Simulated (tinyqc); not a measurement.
Equilibrium crystal shape, supported particles, Gibbs-Thomson effect and coarsening: one step, computed by the program tinyqc.

A cubic crystal bounded by {100}, {110} and {111} facets only.

Question. The particle on a substrate. Winterbottom: the particle sits on its largest facet family, {111}, with energy gamma_f; the substrate plane cuts the shape at the distance lambda (gamma_f - W_a) below the centre. Height over that of the free particle at the same lambda = (2 gamma_f - W_a)/(2 gamma_f). An isotropic particle with gamma_mean has cos(theta) = W_a/gamma_mean - 1 (Young-Dupre); a film dewets into particles whenever W_a < 2 gamma.

Inputs (values chosen for the exercise, modelled on silver): atoms in the particle N = 2700; work of adhesion W_a = 0.58 J/m^2.

gamma (J/m^2): (100) 1.090, (110) 1.110, (111) 0.982

gamma_mean = 1.030860 J/m^2

Give: relative height; contact angle theta.

Answer.

relative height = 0.7047

contact angle theta = 115.9 degrees

W_a is below gamma_f: more than half of the shape shows. Caution: below a few thousand atoms edges and corners add to the energy and facets hold few atoms.
